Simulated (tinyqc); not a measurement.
Band folding and unfolding in a supercell of a chain: one step. Moments of the spectral function. Two cases, with inputs chosen for the exercise.

Problem. For each k_m: mean sum_i W E_i and variance sum_i W E_i^2 less the mean squared. The mean must be E0 plus the average of v, and the variance that of v.

A chain with hopping -t and n = 2 sites a supercell. H(K) has v_j on the diagonal, -t between neighbours and -t exp(2 pi i K) on the bond that closes the cell (from the last site to the first of the next cell). The point K holds the n wave vectors k_m = (K + m)/n of the primitive zone, in 2 pi/a, m = 0 to n - 1, with E0 = -2t cos(2 pi k_m). The unfolding weight of a state c on k_m is |sum_j c_j exp(-2 pi i k_m j)|^2/n, j = 0 to n - 1.

Give: Moments.

Case 1.

levels (eV): -1.188309  1.188309

weights:
```
     level 1  level 2
m=0  0.98541  0.01459
m=1  0.01459  0.98541
```

Solution.

Moments:
```
m  mean (eV)  variance (eV^2)
0     -1.154            0.081
1      1.154            0.081
```

The average of v is 0.0000 eV and its variance 0.0812 eV^2: the virtual crystal gives the mean, and the variance is the spread of weight over several levels that it leaves out.

Case 2.

levels (eV): -1.362507  1.362507

weights:
```
     level 1  level 2
m=0  0.99822  0.00178
m=1  0.00178  0.99822
```

Solution.

Moments:
```
m  mean (eV)  variance (eV^2)
0     -1.358            0.013
1      1.358            0.013
```

The average of v is 0.0000 eV and its variance 0.0132 eV^2: the virtual crystal gives the mean, and the variance is the spread of weight over several levels that it leaves out.

Computed by tinyqc, one run a case: `OMP_NUM_THREADS=1 python tinyqc.py N N+1 out.jsonl` with N = 1481692, 1481823; one thread of a shared Intel(R) Xeon(R) Processor @ 2.30GHz, about 0.01 s a run at most.
